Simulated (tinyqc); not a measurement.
Bond angle at oxygen: bond unit of a tetrahedral oxide and its oxygen vacancy in tight binding.

Two sp3 hybrids h1, h2 at eh = (es + 3 ep)/4 point at one oxygen with orbitals s, px, py, pz; x joins the two cations, z bisects the angle phi, and th = (180 - phi)/2. With u = hbar^2/(m d^2) = 2c/d^2, c = hbar^2/2m0: Vhs = -(1.32 + sqrt3 x 1.42) u/2 and Vhp = (1.42 + sqrt3 x 2.22) u/2. <h|s> = Vhs for both; <h1|px> = Vhp cos(th), <h2|px> = -Vhp cos(th); <h|pz> = Vhp sin(th) for both; py is a lone pair. The unit holds 8 electrons. Coupling between units, which widens the levels into bands, is left out.

Constants: hbar^2/2m0 = 3.80998211 eV angstrom^2.

Inputs chosen for the exercise (near tabulated values for SiO2; the results hold for these values, not for the real material):
- es = -14.71 eV (s level of the cation)
- ep = -7.71 eV (p level of the cation)
- eos = -34.36 eV (s level of oxygen)
- eop = -16.53 eV (p level of oxygen)
- d = 1.62 angstrom (cation-oxygen distance)

phi is varied at fixed d. Levels above eop; cation-cation distance 2 d cos(th); band energy is twice the sum of the four filled levels, relative to phi = 180; excess on O is the number of electrons on oxygen less 6.

Against phi:
```
phi (deg)  distance (angstrom)  level 2  level 3  level 5  level 6  excess on O  band energy (eV)
110                      2.654   -5.999   -2.776   12.220   13.069        0.881            -2.182
120                      2.806   -6.472   -2.222   11.627   13.542        0.909            -1.940
130                      2.936   -6.880   -1.674   11.045   13.950        0.948            -1.594
140                      3.045   -7.220   -1.155   10.498   14.290        0.997            -1.180
150                      3.130   -7.489   -0.694   10.014   14.559        1.051            -0.749
160                      3.191   -7.682   -0.325    9.629   14.752        1.104            -0.365
170                      3.228   -7.799   -0.084    9.378   14.869        1.144            -0.097
180                      3.240   -7.838    0.000    9.290   14.908        1.159             0.000
```

Bending moves coupling from px to pz: level 2 rises from -7.84 to -6.00 eV and level 3 falls from 0.00 to -2.78 eV between 180 and 110 degrees. The lowest empty level is lowest at 180 degrees (9.29 eV) and highest at 110 (12.22 eV), so a spread of angles in a glass smears the conduction edge. The band energy is lowest at 110 degrees of those listed (-2.18 eV); the repulsion of the cations, not included, opposes bending.

Computed by tinyqc, a small Python program: `OMP_NUM_THREADS=1 python tinyqc.py 1482144 1482145 out.jsonl` (the numbers bound the seed that draws the inputs); one thread of a shared host (Intel(R) Xeon(R) Processor @ 2.30GHz), about 0.01 s for the whole set of steps.
